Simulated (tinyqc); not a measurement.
AlGaN/GaN HEMT with access regions, lumped model: one step of the calculation.

A polarisation-induced electron sheet under a Schottky gate, in series with two ungated access regions and contacts. Drift law v = mu E/(1 + mu E/vs) under the gate. Currents in mA/mm, resistances in ohm mm. No self-heating, no channel-length modulation; fits for polarisation, barrier and offset are chosen for the exercise.

Task. On-resistance and breakdown. sigma = (5e13 x + 1.6e13 x^2) cm^-2, phiB = 0.84 + 1.3 x, dEc = 0.7 (1.71 x + x^2) in volts, Cb = eps0 eps_r/d, VT = phiB - dEc - q sigma/Cb, access density n0 = -Cb VT/q. Ron = 2 Rc + Ls/(q mu n0) + Ld/(q mu (1 - ft) n0) + Lg/(mu Cb (Vg - VT)). Off state: a depleted stretch that holds the voltage V has the peak field sqrt(k V), k = 2 q n0/(eps0 eps_r te), so one edge holds V1 = Ec^2/k. The sheet under the plate pinches off at Vf = q n0 (1/Cb + tf/(eps0 ei)); beyond it the gate edge is screened. BV = V1 if Vf >= V1, else Vf + V1, and at most Ec Ld. Specific resistance Ron (Ls + Lg + Ld); figure of merit BV^2 over it.

Values chosen for this exercise; values close to those of AlGaN/GaN structures: aluminium share of the barrier x = 0.25; barrier thickness d = 20 nm; relative permittivity of barrier and channel eps_r = 9.2; channel mobility mu = 1500 cm^2/(V s); saturation velocity vs = 1.3e7 cm/s; gate length Lg = 0.5 um; source access length Ls = 2 um; drain access length Ld = 1.5 um; resistance of each contact Rc = 0.5 ohm mm; share of the drain-access electrons removed by traps ft = 0.2; gate voltage Vg = 0 V; critical field Ec = 2.9 MV/cm; depth over which the depleted charge spreads te = 0.24 um; insulator under the field plate tf = 100 nm; relative permittivity of that insulator ei = 3.9.

Constants: q = 1.602176634e-19 C, eps0 = 8.8541878128e-14 F/cm where lengths are in cm. Results are converted to the units shown.

Wanted: Ron; Vf; V1; BV; specific resistance; figure of merit.

Result.

Ron = 2.595 ohm mm
Vf = 57.43 V
V1 = 44.97 V
BV = 44.97 V
specific resistance = 0.1038 mohm cm^2
figure of merit = 19.48 MW/cm^2

The plate pinches off too late to screen the gate edge, so it adds nothing.

Computed by the program tinyqc: `OMP_NUM_THREADS=1 python tinyqc.py 2570037 2570038 out.jsonl`, one thread of a shared Intel Xeon 2.30GHz, about 0.01 s for the whole run.
